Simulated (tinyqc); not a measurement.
Substrate current against gate voltage: lateral field, substrate current, probability of reaching the oxide barrier and hot-carrier lifetime of a silicon transistor (pseudo-two-dimensional and lucky-electron models). Computed by tinyqc, a small Python program. Command: `OMP_NUM_THREADS=1 python tinyqc.py 3009649 3009650 out.jsonl hotcar walk`. One thread of a shared host (Intel(R) Xeon(R) Processor @ 2.30GHz), about 0.01 s of CPU time with the checks.

Local-field models: a lucky carrier gains its energy at the peak field over a path free of collisions. Voltages are magnitudes.

Inputs (values chosen for the exercise, modelled on a silicon n-channel):

| quantity | value | unit |
|---|---|---|
| channel length L | 840 | nm |
| oxide thickness t | 21 | nm |
| junction depth x_j | 240 | nm |
| mobility mu | 380 | cm^2/(V s) |
| saturation velocity v_s | 0.85 | 1e7 cm/s |
| threshold voltage V_T | 0.5 | V |
| drain voltage V_D | 6.2 | V |
| ionisation prefactor A_i | 2.1e+06 | 1/cm |
| ionisation field B_i | 1.74 | MV/cm |
| hot-carrier mean free path lambda | 8.5 | nm |
| oxide barrier phi_b | 3.1 | eV |
| interface-trap threshold phi_it | 3.6 | eV |
| lifetime constant H | 200 | s microampere/micrometre |

Drain: abrupt.

Constants: eps_0 = 8.8541878128e-12 F/m.

Method:
- C_ox = 3.9 eps_0/t; F_sat = 2 v_s/mu; V_Dsat = V_ov F_sat L/(V_ov + F_sat L), V_ov = V_G - V_T; I_D/W = C_ox v_s (V_ov - V_Dsat).
- Scale length l = 0.22 t^(1/3) x_j^(1/2) (all in cm); F_m = sqrt(((V_D - V_Dsat)/l_e)^2 + F_sat^2), with l_e = l; length of the velocity-saturated region l_e ln((V_D - V_Dsat)/(l_e F_sat) + F_m/F_sat).
- Substrate current I_sub/I_D = (A_i/B_i)(V_D - V_Dsat) exp(-B_i/F_m); probability of reaching the oxide barrier exp(-phi_b/(e lambda F_m)); lifetime tau = (H/(I_D/W)) exp(phi_it/(e lambda F_m)).

At the given drain voltage:

| V_G (V) | V_Dsat (V) | I_D/W (microampere/micrometre) | F_m (kV/cm) | I_sub/W (microampere/micrometre) | tau (s) |
|---|---|---|---|---|---|
| 0.82 | 0.2949 | 3.51 | 430.18 | 0.4381 | 1.0753e+06 |
| 1.10 | 0.5174 | 11.55 | 414.15 | 1.1859 | 4.7847e+05 |
| 1.60 | 0.8509 | 34.81 | 390.14 | 2.5987 | 2.9780e+05 |
| 2.30 | 1.2170 | 81.48 | 363.80 | 4.1023 | 2.7924e+05 |
| 3.00 | 1.5013 | 139.59 | 343.37 | 4.9862 | 3.2579e+05 |
| 4.00 | 1.8122 | 235.91 | 321.05 | 5.5322 | 4.5449e+05 |
| 4.90 | 2.0268 | 331.70 | 305.66 | 5.6309 | 6.2814e+05 |
| 5.90 | 2.2159 | 445.05 | 292.11 | 5.5400 | 8.8991e+05 |
| 6.80 | 2.3538 | 551.55 | 282.24 | 5.3810 | 1.1926e+06 |

I_sub peaks at V_G = 4.9 V, 0.79 V_D: a higher gate voltage brings more carriers but raises V_Dsat and so lowers F_m. The shortest lifetime among the rows lies at V_G = 2.3 V, below that of the largest I_sub, since tau depends more steeply on the field.

Extremes, crossings and ranges named in words are read from the listed rows.
